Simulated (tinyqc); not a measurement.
Sublattice potential against complex hopping: Haldane model. Computed by the program tinyqc. 

Honeycomb lattice:

| parameter | value |
|---|---|
| t1 (eV) | 1.850000 |
| t2 (eV) | 0.130000 |
| phi (rad) | 1.320000 |

H_AA = delta - 2 t2 sum cos(k.b + phi), H_BB = -delta - 2 t2 sum cos(k.b - phi), H_AB = -t1 (1 + exp(-i k.a1) + exp(-i k.a2)), b = a1, a2 - a1, -a2, m = 3 sqrt3 t2 sin(phi); the sign of the Chern number follows the orientation k1 then k2.

Gaps at the two valleys (eV) and Chern number of the lower band (12 x 12 mesh):

| delta | gap 2\|delta - m\| | gap 2\|delta + m\| | Chern number |
|---|---|---|---|
| -1.178 | 3.665 | 1.047 | 0 |
| -0.851 | 3.011 | 0.393 | 0 |
| -0.393 | 2.095 | 0.523 | -1 |
| 0.000 | 1.309 | 1.309 | -1 |
| 0.262 | 0.785 | 1.833 | -1 |
| 0.491 | 0.327 | 2.291 | -1 |
| 0.818 | 0.327 | 2.945 | 0 |
| 1.309 | 1.309 | 3.927 | 0 |

Here |m| = 0.6544 eV. For |delta| < |m| the two valleys have masses of opposite sign and the Chern number is +/-1; one gap closes at |delta| = |m|, and beyond it the band is trivial.
